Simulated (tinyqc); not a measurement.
p-type polysilicon, carrier trapping at grain boundaries: two steps of the calculation.

One-dimensional grains of size Lg, uniform ionised doping N, monovalent traps Qt at each boundary at a depth Et below (for electrons) or above (for holes) the band edge there, abrupt depletion of width W on each side of a boundary, Boltzmann statistics. xi is the distance from the band edge at the grain centre to the Fermi level. Trapped charge Qt/(1 + exp((xi + VB - Et)/Vt)) = 2 N W, barrier VB = q N W^2/(2 eps0 eps_r).

Values chosen for this exercise; values of the order met in polycrystalline silicon:
- T = 400 K (temperature)
- eps_r = 11.7 (relative permittivity)
- NB = 4.08e19 cm^-3 (valence-band density of states at T)
- Lg = 100 nm (grain size)
- Qt = 1.5e12 cm^-2 (trap density of a grain boundary)
- Et = 0.36 eV (depth of the trap level from the majority band edge at the boundary)
- ms = 0.3 m0 (mass for thermionic emission)
- fe = 1 (correction factor of the emission rate)
- mug = 250 cm^2/(V s) (mobility inside the grains)
- N = 3.6e17 cm^-3 (doping)

Constants: q = 1.602176634e-19 C, kB = 1.380649e-23 J/K, m0 = 9.1093837015e-31 kg, Vt = kB T/q, eps0 = 8.8541878128e-14 F/cm where lengths are in cm. Results are converted to the units shown.

Problem 1. Depletion width, Fermi level and barrier. If the trap equation with xi = Vt ln(NB/N) has a root W < Lg/2, the grain is partly depleted; otherwise W = Lg/2 and the trap equation gives xi = Et - VB + Vt ln(Qt/(N Lg) - 1). N* = Qt/Lg.

Wanted: N*; W; xi; VB; share of traps filled.

Solution 1.

N* = 1.5000e17 cm^-3
W = 19.464 nm
xi = 0.16305 V
VB = 0.10546 V
share of traps filled = 0.93426

N is 2.40 N*, and the grain is partly depleted; VB = 3.06 Vt.

Problem 2. Resistivity and effective mobility. n0 = NB exp(-xi/Vt); mean density n0 (1 - 2 W/Lg) by charge balance in a partly depleted grain, and n0 (sqrt(pi)/2) erf(u)/u with u = sqrt(VB/Vt) in a fully depleted one; v = sqrt(kB T/(2 pi ms m0)); barrier resistivity Vt exp(VB/Vt)/(q fe n0 v Lg); grain resistivity (1 - 2 W/Lg)/(q n0 mug); effective mobility 1/(q mean density total resistivity).

W = 19.463804 nm
xi = 0.16305143 V
VB = 0.10546388 V

Find: n0; mean density; v; barrier resistivity; grain resistivity; resistivity; effective mobility.

Solution 2.

n0 = 3.6000e17 cm^-3
mean density = 2.1986e17 cm^-3
v = 5.6712e6 cm/s
barrier resistivity = 0.22466 ohm cm
grain resistivity = 0.042354 ohm cm
resistivity = 0.26702 ohm cm
effective mobility = 106.32 cm^2/(V s)

The resistivity is 3.85 times that of a single crystal with the same N and mobility mug, and the mean density is 61.1 % of N.

Numbers from tinyqc (`OMP_NUM_THREADS=1 python tinyqc.py 2830124 2830125 out.jsonl`; about 0.01 s on one thread of a shared Intel Xeon 2.30GHz).
